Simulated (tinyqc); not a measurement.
Comparisons within one model: strain-driven crossing of the Gamma and L valleys in a germanium-like crystal. A value that a table varies takes the place of the one given here.

Biaxial loads: e0 is the in-plane strain e_par and the normal is free. (001): e_perp = -2 (C12/C11) e_par; exx = eyy = e_par, ezz = e_perp, no shear. (111): e_perp = -(2 C11 + 4 C12 - 4 C44)/(C11 + 2 C12 + 4 C44) e_par; exx = eyy = ezz = (2 e_par + e_perp)/3 and exy = eyz = ezx = (e_perp - e_par)/3. (110): e_perp = -(C11 + 3 C12 - 2 C44)/(C11 + C12 + 2 C44) e_par; exx = eyy = (e_par + e_perp)/2, ezz = e_par, exy = (e_perp - e_par)/2, eyz = ezx = 0. Uniaxial loads: a stress along n, scaled so that n.e.n = e0, with exx = s11 sxx + s12 (syy + szz), exy = s44 sxy/2, s11 = (C11 + C12)/((C11 - C12)(C11 + 2 C12)), s12 = -C12/((C11 - C12)(C11 + 2 C12)), s44 = 1/C44.

Edges from the unstrained valence top: Gamma at Eg + ac tr(e); an L valley with unit axis u at EgL + aL tr(e) + XuL (u.e.u - tr(e)/3), u along [111], [1-1-1], [-11-1], [-1-11]; valence edges are the levels of the 6 x 6 matrix of X, Y, Z times spin with -Dso/3 + l exx + m (eyy + ezz) on the diagonal (cyclic), n exy off it, l = av + 2 b, m = av - b, n = sqrt(3) d. Spin-orbit term (Dso/3) L.sigma on X, Y, Z with (L_k)_ij = -i epsilon_kij: <X+|H|Y+> = -i Dso/3, <X+|H|Z-> = Dso/3, <Y+|H|Z-> = -i Dso/3, <Z+|H|X-> = -Dso/3, <Z+|H|Y-> = i Dso/3, <X-|H|Y-> = i Dso/3, and their conjugates; + and - are the spin along z.

Constants: kB = 8.617333262e-05 eV/K.

Inputs chosen for the exercise (near those of Ge, gaps at low temperature; the results hold for these values, not for the real material):
- Eg = 0.897 eV (gap at Gamma to the s-like level)
- EgL = 0.748 eV (gap to L)
- Dso = 0.288 eV (spin-orbit splitting)
- ac = -8.23 eV (conduction deformation potential)
- av = 1.22 eV (valence hydrostatic potential)
- b = -2.57 eV (tetragonal shear potential)
- d = -5.4 eV (trigonal shear potential)
- aL = -1.55 eV (hydrostatic potential of the L edge, Xd + Xu/3)
- XuL = 16.71 eV (uniaxial potential, L)
- C11 = 127 GPa
- C12 = 47.7 GPa
- C44 = 66.5 GPa
- load = uniaxial [110] (kind of strain)
- mG = 0.0429 m0 (mass at Gamma)
- mL = 0.576 m0 (density-of-states mass of the four L valleys together)
- T = 300 K (temperature)
- e0 = 0.0494 (size of the strain)

## Which strain makes the gap direct

For tension the difference Gamma minus lowest L is linear in e0; slope per 1 % and the e0 at which it vanishes (a dash: no crossing below 15 %), with the gap there.

Results:

| load | slope (meV per 1 %) | crossing e0 (%) | gap at the crossing (eV) |
|---|---|---|---|
| biaxial (001) | -83.4 | 1.79 | 0.574 |
| biaxial (110) | -23.3 | 6.39 | -0.516 |
| biaxial (111) | 43.0 | - | - |
| uniaxial [100] | -30.3 | 4.91 | 0.525 |
| uniaxial [111] | -3.2 | - | - |
| uniaxial [110] | 16.1 | - | - |

The smallest strain is needed for biaxial (001) (1.79 %), then uniaxial [100] (4.91 %). No crossing below 15 % is found for biaxial (111), uniaxial [111] and uniaxial [110]: shear splits the L valleys and pulls the lowest down nearly as fast as, or faster than, Gamma. Loads without off-diagonal strain, (001) and [100], gain (ac - aL) tr(e) = -67 meV per 1 % of volume. Crossings beyond about 3 % are sensitive to second-order terms, left out here. For uniaxial [111] the slope is a near cancellation, so terms beyond this linear model decide. A gap at or below zero marks a crossing beyond the range of this linear model.

## Sweep of a uniaxial [110] strain

The valence splitting is the distance of the top two edges. Share in Gamma = mG^(3/2)/(mG^(3/2) + (mL^(3/2)/4) sum_i exp(-(E_Li - E_Gamma)/kT)).

Results:

| e0 (%) | direct gap (eV) | indirect gap (eV) | Gamma - L (meV) | valence splitting (meV) | share in Gamma (%) |
|---|---|---|---|---|---|
| 0.00 | 0.897 | 0.748 | 149 | 0 | 0.00638 |
| 0.80 | 0.822 | 0.660 | 162 | 51 | 0.00753 |
| 1.60 | 0.747 | 0.572 | 175 | 91 | 0.00471 |
| 2.40 | 0.671 | 0.484 | 188 | 120 | 0.00287 |
| 3.20 | 0.595 | 0.395 | 200 | 141 | 0.00174 |
| 4.00 | 0.518 | 0.305 | 213 | 158 | 0.00106 |
| 4.80 | 0.441 | 0.215 | 226 | 173 | 0.000643 |
| 5.60 | 0.364 | 0.125 | 239 | 186 | 0.000391 |

The gap stays indirect over the sweep. The direct gap goes from 0.897 to 0.364 eV; of that change -0.210 eV comes from the rise of the valence top through the shear terms and the rest from the volume. The share in Gamma goes from 0.00638 to 0.000391 %, with a peak of 0.00753 % at e0 = 0.80 % among these rows. Beyond about 3 % terms of second order in the strain, left out here, matter.

## What each parameter does

Direct gap, Gamma minus the lowest L edge and the valence splitting. Each row changes one parameter from the base and keeps the others.

Results:

| case | direct gap (eV) | Gamma - L (meV) | valence splitting (meV) |
|---|---|---|---|
| base | 0.4277 | 228.5 | 175.2 |
| d = -4.59 eV | 0.4354 | 228.5 | 190.1 |
| Dso = 0.2448 eV | 0.4262 | 228.5 | 160.7 |
| XuL = 19.2165 eV | 0.4277 | 270.7 | 175.2 |
| e0 = 0.04199 | 0.4992 | 216.6 | 162.2 |
| b = -2.9555 eV | 0.4057 | 228.5 | 204.4 |
| C44 = 76.475 GPa | 0.4005 | 194.9 | 195.9 |
| C12 = 54.855 GPa | 0.4384 | 239.2 | 192.0 |

The largest shifts from the base row, up to three for each result and ties (the steps differ in size, so this ranks the rows, not the parameters). direct gap (eV): e0 +0.0715, C44 -0.0272, b -0.0220; unchanged at the printed digits by XuL. Gamma - L (meV): XuL +42.2, C44 -33.6, e0 -11.9; unchanged at the printed digits by d, Dso and b. valence splitting (meV): b +29.3, C44 +20.7, C12 +16.8; unchanged at the printed digits by XuL.

Program tinyqc; command `OMP_NUM_THREADS=1 python tinyqc.py 1050945 1050946 out.jsonl`; about 0.01 s on one thread of a shared Intel(R) Xeon(R) Processor @ 2.30GHz.
